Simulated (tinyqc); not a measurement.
# Molecular dynamics of a small cluster by velocity Verlet steps, step by step

A worked calculation. Computed by tinyqc, a small Python program that keeps every step. Command: `OMP_NUM_THREADS=1 python tinyqc.py 3031574 3031575 out.jsonl verlet walk`. One thread of a shared host (Intel(R) Xeon(R) Processor @ 2.30GHz), about 0.08 s of CPU time with the checks. Intermediate numbers are printed to about 6 digits and carried at full precision; extremes and crossings named in words are read from the listed rows.

E = sum_(i<j) phi(r_ij), phi(r) = eps [exp(-2 alpha (r - r0)) - 2 exp(-alpha (r - r0))]; the force on i is -sum_j phi'(r_ij) (R_i - R_j)/r_ij.

Inputs (values chosen for the exercise, for model atoms): length r0 = 2.7 angstrom; well depth eps = 0.42 eV; stiffness alpha = 2 1/angstrom; atomic mass M = 63.8 u; time step dt = 5.9 fs; steps = 100.

Potential: Morse. Thermostat: none.

starting positions (angstrom), rows atom 1, atom 2, atom 3, atom 4, atom 5, columns x, y, z:
```
[[0.01, 0.03, 0.04],
 [2.71, 0.02, 0.01],
 [1.41, 2.34, -0.05],
 [1.4, 0.79, 2.2],
 [1.3, 0.79, -2.19]]
```

starting velocities (angstrom/fs), rows atom 1, atom 2, atom 3, atom 4, atom 5, columns x, y, z:
```
[[-0.00092, 0.00059, 0.00296],
 [0.0031, 0.00018, -0.00161],
 [0.0025, -0.00295, -0.00211],
 [-0.00038, 0.0041, -0.00023],
 [-0.00429, -0.00192, 0.00099]]
```

Constants: 1 eV/(angstrom u) = 9.648533212e-03 angstrom/fs^2; k_B = 8.617333262e-05 eV/K.

## State at the start

Velocity Verlet: a = c F/M with c = 9.648533212e-3 angstrom/fs^2 per eV/(angstrom u); R(new) = R + v dt + a dt^2/2; v(new) = v + (a + a(new)) dt/2. Kinetic energy K = M v^2/(2c); temperature T = 2K/((3N - 3) k_B), rotation of the cluster included.

forces (eV/angstrom), rows atom 1, atom 2, atom 3, atom 4, atom 5, columns x, y, z:
```
[[-0.058040, -0.028068, -0.021170],
 [0.097344, -0.147679, -0.163055],
 [-0.069683, 0.197382, 0.255605],
 [-0.024370, 0.114560, 0.031014],
 [0.054749, -0.136195, -0.102394]]
```

potential energy = -3.79354 eV

kinetic energy = 0.270028 eV

temperature = 522.257 K

## Step 1

The formulas are those given above.

positions after step 1 (angstrom), rows atom 1, atom 2, atom 3, atom 4, atom 5, columns x, y, z:
```
[[0.00442, 0.03341, 0.05741],
 [2.72855, 0.02067, 0.00007],
 [1.42457, 2.32311, -0.06178],
 [1.39769, 0.81449, 2.19872],
 [1.27483, 0.77831, -2.18443]]
```

new forces (eV/angstrom), rows atom 1, atom 2, atom 3, atom 4, atom 5, columns x, y, z:
```
[[-0.012415, -0.057022, -0.032559],
 [-0.007249, -0.166111, -0.098480],
 [-0.081936, 0.331694, 0.278134],
 [0.036186, 0.071982, 0.009562],
 [0.065413, -0.180542, -0.156658]]
```

velocities after step 1 (angstrom/fs), rows atom 1, atom 2, atom 3, atom 4, atom 5, columns x, y, z:
```
[[-0.00095143, 0.00055204, 0.00293603],
 [0.00314019, 0.00004001, -0.00172668],
 [0.00243236, -0.00271396, -0.00187188],
 [-0.00037473, 0.00418322, -0.00021190],
 [-0.00423639, -0.00206131, 0.00087443]]
```

total energy = -3.52341 eV

## Step 2

The formulas are those given above.

positions after step 2 (angstrom), rows atom 1, atom 2, atom 3, atom 4, atom 5, columns x, y, z:
```
[[-0.00123, 0.03651, 0.07465],
 [2.74705, 0.02047, -0.01037],
 [1.43870, 2.30798, -0.07209],
 [1.39558, 0.83936, 2.19750],
 [1.25001, 0.76568, -2.17968]]
```

new forces (eV/angstrom), rows atom 1, atom 2, atom 3, atom 4, atom 5, columns x, y, z:
```
[[0.028765, -0.079284, -0.045432],
 [-0.102118, -0.179232, -0.042448],
 [-0.092392, 0.445293, 0.284865],
 [0.090972, 0.030390, -0.001758],
 [0.074774, -0.217166, -0.195227]]
```

velocities after step 2 (angstrom/fs), rows atom 1, atom 2, atom 3, atom 4, atom 5, columns x, y, z:
```
[[-0.00094414, 0.00049123, 0.00290124],
 [0.00309140, -0.00011406, -0.00178955],
 [0.00235458, -0.00236732, -0.00162071],
 [-0.00031800, 0.00422889, -0.00020842],
 [-0.00417385, -0.00223874, 0.00071744]]
```

total energy = -3.52327 eV

## Fastest vibration

Relax the cluster, diagonalise the Hessian (central differences): omega_max = sqrt(c lambda_max/M). Verlet steps are stable for omega_max dt < 2.

omega_max = 0.0465272 1/fs

shortest period = 135.043 fs

omega_max dt = 0.274510

The step is 1/22.9 of the shortest period.

## The trajectory

Spread = largest minus smallest value. The test of the step is the spread (largest minus smallest) of the total energy over the run without thermostat, against the spread of K; the step passes below 5 %. The mean T is over the second half.

Course of the run (evenly spaced rows):
```
step  t (fs)    U (eV)    K (eV)  U + K (eV)    T (K)
0        0.0  -3.79354  0.270028    -3.52351  522.257
7       41.3  -3.71350  0.190517    -3.52298  368.476
14      82.6  -3.68249  0.159619    -3.52287  308.716
21     123.9  -3.73221  0.208821    -3.52339  403.879
28     165.2  -3.74339  0.220277    -3.52311  426.034
35     206.5  -3.75617  0.233051    -3.52312  450.741
42     247.8  -3.70693  0.183885    -3.52305  355.649
49     289.1  -3.72490  0.201716    -3.52318  390.137
56     330.4  -3.72733  0.204220    -3.52311  394.979
63     371.7  -3.73849  0.215511    -3.52297  416.816
70     413.0  -3.75900  0.235537    -3.52347  455.550
77     454.3  -3.68592  0.162904    -3.52302  315.069
84     495.6  -3.71571  0.192781    -3.52293  372.855
91     536.9  -3.76807  0.244460    -3.52361  472.806
98     578.2  -3.75001  0.226680    -3.52333  438.419
```

spread of the total energy = 0.00100160 eV

spread of the total over spread of K = 0.00883524

mean temperature = 405.460 K

The total energy keeps within 0.88 % of the swings of K, so the step passes.

## Energy conservation against the time step

Runs without thermostat over the same span of time, steps x dt; spread = largest minus smallest value. For contrast, the energy gained over the first 30 dt (dt of the inputs) by explicit Euler steps: R(new) = R + v dt, v(new) = v + a dt.

Energy error (eV):
```
dt (fs)  omega_max dt  Verlet, spread of U + K  Euler, gain in U + K
0.7375       0.034314              1.55105e-05               0.01604
1.4750       0.068628              6.21051e-05               0.03489
2.9500       0.137255              2.49373e-04               0.08381
5.9000       0.274510              1.00160e-03               0.25668
11.8000      0.549021              3.99497e-03               1.22215
17.7000      0.823531              8.55595e-03               2.30000
```

The Verlet error grows as dt^2.00 between the first rows, the second order of the method. Euler steps gain energy steadily: over that short span the gain in the first row is already 1000 times the Verlet spread of the whole run, and it grows as dt^1.12, tending to the first order of that method as dt shrinks. Caution: where the Euler gain approaches or exceeds the binding energy the cluster has blown apart.

Checks made by the program: time reversal over 50 steps (relative difference below 1e-10).
